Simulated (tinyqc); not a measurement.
Inside a calculation. Model: resonant-tunnelling diode, transfer matrices and Tsu-Esaki current.

Computed by the program tinyqc: `OMP_NUM_THREADS=1 python tinyqc.py 2600017 2600018 out.jsonl`, one thread of a shared Intel Xeon 2.30GHz, about 0.04 s for the whole run. Printed values are rounded.

Emitter (band edge 0), barrier d1, well Lw, barrier d2, collector (edge -V). The bias drops linearly over these layers and none in the contacts; each layer is cut into ns equal slices, flat at the value of their centres. E is the energy of motion across the layers, C = hbar^2/(2 m0), psi and psi'/m are continuous. Transport is coherent, T(E) is taken as independent of the transverse momentum, and charge in the well is ignored.

Inputs (values chosen for the exercise); masses and offsets close to those of InGaAs wells and InAlAs barriers:
```
symbol,value,unit,meaning
T,200,K,temperature
mw,0.04,m0,"mass in the well, spacer and contacts"
U1,0.53,eV,barrier height
m1,0.073,m0,barrier mass
d1,2.3,nm,emitter barrier
Lw,4.9,nm,well width
d2,2.3,nm,collector barrier
ns,2,,slices in each layer
Ef,0.09,eV,Fermi energy of both contacts above their band edges
V,0.083,V,bias of the collector
E,0.08906,eV,trial energy
```

Constants: q = 1.602176634e-19 C, kB = 1.380649e-23 J/K, hbar = 1.054571817e-34 J s, m0 = 9.1093837015e-31 kg, Vt = kB T/q, hbar^2/(2 m0) = 0.0380998212 eV nm^2. Results are converted to the units shown.

## Slices under bias

U = edge of the layer - V x/Lt at the centre x of each slice, Lt the summed thickness.

| slice | U (eV) | m (m0) | width (nm) |
|---|---|---|---|
| 0 | 0.524976 | 0.073 | 1.15 |
| 1 | 0.514929 | 0.073 | 1.15 |
| 2 | -0.030797 | 0.04 | 2.45 |
| 3 | -0.052203 | 0.04 | 2.45 |
| 4 | 0.462071 | 0.073 | 1.15 |
| 5 | 0.452024 | 0.073 | 1.15 |

## Running product of the slice matrices at the trial energy

For the pair (psi, psi'/m) a flat layer has M = [[cos kd, (m/k) sin kd], [-(k/m) sin kd, cos kd]] with k = sqrt(m (E - U)/C) above its edge U, and M = [[cosh Kd, (m/K) sinh Kd], [(K/m) sinh Kd, cosh Kd]] with K = sqrt(m (U - E)/C) below it. Later slices stand to the left. With M acting on (psi, psi'/m) and v = k/m in each lead, T(E) = 4 vL vR/[(vL vR M12 - M21)^2 + (vR M11 + vL M22)^2]. vL = sqrt(mw E/C)/mw, vR = sqrt(mw (E + V)/C)/mw.

Product after each layer:

|  | M11 | M12 (nm) | M21 (1/nm) | M22 |
|---|---|---|---|---|
| barrier d1 | 4.12171 | 0.319752 | 49.5362 | 4.08552 |
| well | 4.40702 | 0.367320 | -51.6098 | -4.07471 |
| barrier d2 | 0.445143 | 0.103714 | -9.69848 | -0.0131747 |

T(E) = 0.928664

## Transmission at three energies near the peak

three energies (eV): [0.086672, 0.089872, 0.093072]

The same product at each energy.

T(E) at these energies: [0.549414, 0.855539, 0.329992]

## Breit-Wigner parameters from a parabola through 1/T(E)

Near a resonance 1/T(E) = (1/Tp) [1 + (2 (E - Er)/G)^2]. With y = 1/T(E) at E0 - h, E0, E0 + h: a = (y1 + y3 - 2 y2)/(2 h^2), b = (y3 - y1)/(2 h), Er = E0 - b/(2 a), 1/Tp = y2 - b^2/(4 a), G = 2 sqrt(1/(Tp a)), tau = hbar/G.

Er = 0.0891014 eV
Tp = 0.912416
G = 5.97751 meV
tau = 110.115 fs

The true maximum of T(E) lies at 0.089019 eV with height 0.9289 and full width 5.788 meV; the fitted G is 3.3 % above that width.

## Current from the resonance alone

J = J0 times the integral over E > 0 of T(E) N(E), N = ln[(1 + exp((Ef - E)/Vt))/(1 + exp((Ef - V - E)/Vt))], J0 = q^2 mw m0 kB T/(2 pi^2 hbar^3) (times 1e-4 for A/cm^2 per eV). For a sharp resonance J = J0 (pi G/2) Tp N(Er), with Er the peak energy, Tp the peak transmission and G the full width at half maximum (in eV). The three values given are estimates from a parabola through three points of 1/T(E).

J0 = 1.11564e7 A/(cm^2 eV)
N(Er) = 0.711060
J = 67.9617 kA/cm^2

The full integral over T(E) gives 64.84 kA/cm^2; the value above is 4.8 % above it. With the exact position, height and width of the peak (Er = 0.089019 eV, Tp = 0.9289, G = 5.788 meV) the formula is 3.7 % above it.
